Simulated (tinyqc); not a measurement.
Froehlich polaron in a polar crystal: one step, computed by the program tinyqc. Command: `OMP_NUM_THREADS=1 python tinyqc.py 3009156 3009157 out.jsonl frohlich walk`. One thread of a shared host (Intel(R) Xeon(R) Processor @ 2.30GHz), about 0.05 s of CPU time with the checks.

One electron in a parabolic band of mass m*, coupled to dispersionless LO phonons in the continuum model. Energies are in units of hbar omega unless marked, wave numbers in k_0 = sqrt(2 m* omega/hbar).

Question. Feynman's energy at a trial point. Feynman's bound: E(v, w) = 3 (v - w)^2/(4 v) - (alpha v/sqrt(pi)) int_0^infinity e^-u D(u)^(-1/2) du, D = w^2 u + ((v^2 - w^2)/v)(1 - e^(-v u)); integrals by 80 Gauss-Legendre points in s from 0 to 1 with u = 40 s^2.

Inputs (values chosen for the exercise, modelled on lithium fluoride): trial v = 4.3; trial w = 2.3.

coupling constant alpha = 4.826474

Give: first term; E(v, w).

Answer.

first term = 0.6977 hbar omega

E(v, w) = -5.226 hbar omega
